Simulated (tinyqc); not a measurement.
Six-transistor SRAM cell, nodal equations and margins: one step of the calculation.

Two cross-coupled inverters (pull-down bn, pull-up bp) hold the nodes Q and QB; access transistors (ba, threshold VTn, gate on the word line at Vdd when selected) join them to the bit lines. Transistor (EKV form, voltages against the body): I = 2 n b Vt^2 [F(vp - Vs) - F(vp - Vd)] from drain to source, F(v) = ln^2(1 + exp(v/(2 Vt))), vp = (Vg - VT + sg |Vd - Vs|)/n. n-channel bodies are at 0; for the p-channel device all voltages are counted down from Vdd. b in uA/V^2 gives I in uA. For an access transistor the bit line is the drain and the node the source. In a read both bit lines are at Vdd. The cell is symmetric (no mismatch).

Task. Read current and disturbance. Iread = Ia(bit line at Vdd, source Q); cell ratio bn/ba; time to pull a bit line of 20 fF down by 0.1 V at that current.

Values chosen for this exercise:
- T = 400 K (temperature)
- Vdd = 0.7 V (supply voltage)
- n = 1.44 (slope factor)
- sg = 0.05 (drain-induced barrier lowering)
- VTn = 0.33 V (n-channel threshold)
- bn = 150 uA/V^2 (gain factor of the pull-down transistor)
- ba = 120 uA/V^2 (gain factor of the access transistor)

Constants: q = 1.602176634e-19 C, kB = 1.380649e-23 J/K, Vt = kB T/q. Results are converted to the units shown.

(Q, QB) (V): Q 0.077861154, QB 0.69974467

Find: Iread; cell ratio; time.

Result.

Iread = 3.6076 uA
cell ratio = 1.2500
time = 554.39 ps

Numbers from tinyqc (`OMP_NUM_THREADS=1 python tinyqc.py 2340119 2340120 out.jsonl`; about 0.2 s on one thread of a shared Intel Xeon 2.30GHz).
